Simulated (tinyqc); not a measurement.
# Trap-assisted generation and recombination current of an abrupt junction, step by step

A worked calculation. Computed by tinyqc, a small Python program that keeps every step. Command: `OMP_NUM_THREADS=1 python tinyqc.py 3028668 3028669 out.jsonl junctionleak walk`. One thread of a shared host (Intel(R) Xeon(R) Processor @ 2.30GHz), about 0.01 s of CPU time with the checks. Intermediate numbers are printed to about 7 digits and carried at full precision; extremes and crossings named in words are read from the listed rows.

Depletion approximation, flat quasi-Fermi levels across the depleted layer, long neutral regions with minority lifetimes tau_n and tau_p, full ionisation and Boltzmann statistics. Voltages in exponents stand for e V.

Inputs (values chosen for the exercise, for a model semiconductor):
```
quantity                              value    unit
gap E_g                                2.39      eV
electron mass m_e                     0.591     m_0
valleys M_c                               3       -
hole mass m_h                         0.629     m_0
dielectric constant eps                14.1       -
acceptor density N_A                2.8e+17   cm^-3
donor density N_D                   4.9e+17   cm^-3
capture time tau_n                  1.2e-07       s
capture time tau_p                  4.1e-09       s
trap level E_t - E_i                  0.018      eV
electron diffusion coefficient D_n       98  cm^2/s
hole diffusion coefficient D_p           12  cm^2/s
forward bias V                            1       V
reverse bias V_r                        1.6       V
temperature T                           350       K
```

Field enhancement: none.

Constants: k_B = 8.617333262e-05 eV/K; m_0 = 9.1093837015e-31 kg; k_B = 1.380649e-23 J/K; h = 6.62607015e-34 J s; e = 1.602176634e-19 C; eps_0 = 8.8541878128e-12 F/m.

## Built-in voltage and diffusion current

N_c = 2 M_c (2 pi m_e k_B T/h^2)^(3/2) and N_v = 2 (2 pi m_h k_B T/h^2)^(3/2), masses in units of m_0. n_i = sqrt(N_c N_v) exp(-E_g/2 k_B T); V_bi = (k_B T/e) ln(N_A N_D/n_i^2); diffusion saturation current J_d0 = e n_i^2 [sqrt(D_n/tau_n)/N_A + sqrt(D_p/tau_p)/N_D].

k_B T = 0.03016067 eV

n_i = 161.8038 cm^-3

V_bi = 2.133384 V

J_d0 = 8.912237e-28 A/cm^2

## Depleted layer under reverse bias

W = sqrt(2 eps eps_0 (V_bi - V)(1/N_A + 1/N_D)/e), x_p = W N_D/(N_A + N_D), x_n = W - x_p, peak field F_m = 2 (V_bi - V)/W; reverse bias means V = -V_r.

W = 180.7022 nm

x_p = 114.9923 nm

x_n = 65.70988 nm

peak field F_m = 413208.5 V/cm

## Generation across the layer

Potential from the p edge: phi = (V_bi - V) x^2/(x_p W) on the p side and (V_bi - V)[1 - (W - x)^2/(x_n W)] on the n side; p = N_A exp(-phi/k_B T), n = n_i^2 exp(V/k_B T)/p; U = (n p - n_i^2)/[tau_p (n + n_i exp(dE/k_B T)) + tau_n (p + n_i exp(-dE/k_B T))], dE = E_t - E_i, n1 = n_i exp(dE/k_B T), p1 = n_i exp(-dE/k_B T); J_t = e int U dx by the trapezoid rule on 400 intervals on each side.

Profile under reverse bias:
```
x (nm)    F (V/cm)     n (cm^-3)     p (cm^-3)  generation -U (cm^-3 s^-1)
5.7496     20660.4  1.040778e-36  2.299500e+17                9.487743e-07
17.2488    61981.3  5.029855e-36  4.758127e+16                4.585221e-06
34.4977   123962.6  1.024994e-33  2.334909e+14                9.343859e-04
57.4961   206604.3  3.050003e-28  7.846776e+08                2.780385e+02
80.4946   289246.0  4.950720e-20  4.834184e+00                2.098615e+09
103.4931  371887.7  4.383549e-09  5.459661e-11                2.200961e+09
114.9923  413208.5  1.385800e-02  1.726994e-17                2.200951e+09
134.5410  290279.0  1.103803e+08  2.168204e-27                5.784833e+04
160.8249  124995.6  7.968683e+15  3.003343e-35                8.013220e-04
177.2524   21693.4  4.328282e+17  5.529374e-37                1.475292e-05
```

## Reverse current

Generation lifetime tau_g = tau_p exp(dE/k_B T) + tau_n exp(-dE/k_B T); textbook estimate e n_i W/tau_g; generation current J_g = -J_t; total = J_g + J_d0 (1 - exp(-V_r/k_B T)).

generation current = 1.671830e-15 A/cm^2

tau_g = 7.351507e-08 s

estimate e n_i W/tau_g = 6.372152e-15 A/cm^2

total reverse current = 1.671830e-15 A/cm^2

The integral is 0.262 times the estimate, since near the edges n or p exceeds n_i and stops generation. Generation carries 100.0 % of the reverse current. Caution: so small a current is far below what can be measured; surface leakage and other defects rule in real diodes.

## Forward current and ideality

Total J = J_t + J_d0 (exp(V/k_B T) - 1); ideality n = (e/k_B T) dV/d ln J, central difference of 1 mV.

recombination current in the layer = 4.204419e-09 A/cm^2

total forward current = 4.204642e-09 A/cm^2

ideality factor = 1.950592

## Which current rules in forward bias

J_d = J_d0 (exp(V/k_B T) - 1). Ideality n = (e/k_B T) dV/d ln J, central difference of 1 mV. The rows stop just below the bias where n = 0.1 p or tau_p n = 0.1 tau_n p at the p edge, or the like at the n edge.

Forward characteristic:
```
V (V)  J_t (A/cm^2)  J_d (A/cm^2)  ideality of J_t  ideality of the sum
0.39   1.387132e-13  3.679074e-22         1.964219             1.964219
0.62   6.731430e-12  7.543863e-19         1.962625             1.962625
0.85   3.296997e-10  1.546849e-15         1.956315             1.956306
1.07   1.383060e-08  2.276715e-12         1.947463             1.947159
1.30   7.038831e-07  4.668344e-09         1.932109             1.920315
1.52   3.151063e-05  6.871055e-06         1.901017             1.636970
1.75   1.895236e-03  1.408892e-02         1.803518             1.055774
1.97   1.283719e-01  2.073663e+01         1.764826             1.002673
```

Diffusion overtakes recombination between 1.52 and 1.75 V, and the ideality of the sum goes from 1.96 to 1.00. The ideality of J_t alone lies between 1.76 and 1.96; it stays below 2 because the zone where n and p are alike widens as the field falls, and at the lowest bias the terms in n1 and p1 lower it too.

## Leakage against temperature

The gap, capture times and diffusion coefficients are held fixed. J_g = -J_t at V = -V_r. The last column is -k_B d ln(J_g + J_d0)/d(1/T) from this row and the one above.

Reverse current:
```
T (K)  generation (A/cm^2)  diffusion (A/cm^2)  activation energy (eV)
280           6.538129e-20        1.136673e-36                       -
320           3.683430e-17        4.044590e-31                1.222631
350           1.671830e-15        8.912237e-28                1.227417
390           1.104644e-13        4.175103e-24                1.232367
440           7.289615e-12        1.938506e-20                1.239035
490           2.089295e-10        1.663723e-17                1.246852
560           8.620417e-09        2.936153e-14                1.256579
```

The activation energy goes from 1.223 to 1.257 eV. Generation alone gives about E_g/2 + dE if tau_p exp(dE/k_B T) exceeds tau_n exp(-dE/k_B T), else E_g/2 - dE, here 1.177 eV, plus 1.5 k_B T and diffusion E_g = 2.39 eV plus 3 k_B T; generation rules in every row.

Checks made by the program: the integral with twice the points (relative difference 5e-10); the forward integral with twice the points (relative difference 9e-06).
